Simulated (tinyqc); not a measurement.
## Ellipsometry and reflectance of a transparent film on an absorbing substrate: psi and Delta against the film thickness

Air (index 1), film, substrate with N2 = n2 - i k2; time factor exp(+i w t). q_j = sqrt(N_j^2 - sin^2 th), root with positive real part. Fresnel coefficients r_s = (q_a - q_b)/(q_a + q_b), r_p = (N_b^2 q_a - N_a^2 q_b)/(N_b^2 q_a + N_a^2 q_b). tan(Psi) exp(i Delta) = R_p/R_s, Delta taken from 0 to 360 degrees.

beta = 2 pi d q1/lam, X = exp(-2 i beta), R = (r01 + r12 X)/(1 + r01 r12 X) for p and s. The last column is the derivative of Delta.

Parameters, values chosen for the exercise; indices close to those of a porous low-k film on silicon:
```
symbol   value     unit                                  meaning
lam        800       nm                               wavelength
th          65  degrees                       angle of incidence
n1       1.294                     index of the transparent film
n2       3.692                            index of the substrate
k2      0.0065           extinction coefficient of the substrate
```

Results:

| d (nm) | Psi (degrees) | Delta (degrees) | \|R_p\|^2 | \|R_s\|^2 | dDelta/dd (degrees/nm) |
|---|---|---|---|---|---|
| 0 | 16.50 | 179.8 | 0.05456 | 0.6222 | -1.007 |
| 48 | 19.79 | 137.4 | 0.07693 | 0.5942 | -0.6845 |
| 96 | 26.90 | 114.9 | 0.1289 | 0.5008 | -0.2696 |
| 191 | 53.00 | 138.7 | 0.2122 | 0.1205 | 1.174 |
| 239 | 54.11 | 217.7 | 0.2131 | 0.1116 | 1.284 |
| 287 | 37.34 | 247.8 | 0.1831 | 0.3145 | 0.1912 |
| 334 | 27.40 | 245.8 | 0.1323 | 0.4924 | -0.2467 |
| 382 | 20.14 | 224.4 | 0.07942 | 0.5906 | -0.6577 |
| 430 | 16.51 | 182.9 | 0.05465 | 0.6221 | -1.005 |

Estimate the missing row, d = 143 nm.

Computed row:

| d (nm) | Psi (degrees) | Delta (degrees) | \|R_p\|^2 | \|R_s\|^2 | dDelta/dd (degrees/nm) |
|---|---|---|---|---|---|
| 143 | 36.58 | 111.6 | 0.1805 | 0.3278 | 0.1565 |

With this row back in the table: Psi goes from 16.5 through a maximum of 54.1 (at d = 239 nm among the rows listed) to 16.5 degrees. The period is 433.1 nm, after which Psi and Delta return to the values of the bare substrate, so one angle and wavelength fix d only up to a multiple of it. The size of the slope of Delta runs from 0.157 to 1.28 degrees/nm among the rows; Delta is counted modulo 360 degrees, and sharper features can lie between the rows.

Program tinyqc, `OMP_NUM_THREADS=1 python tinyqc.py 2870217 2870218 out.jsonl`; Intel Xeon 2.30GHz, shared host, one thread, about 0.4 s.
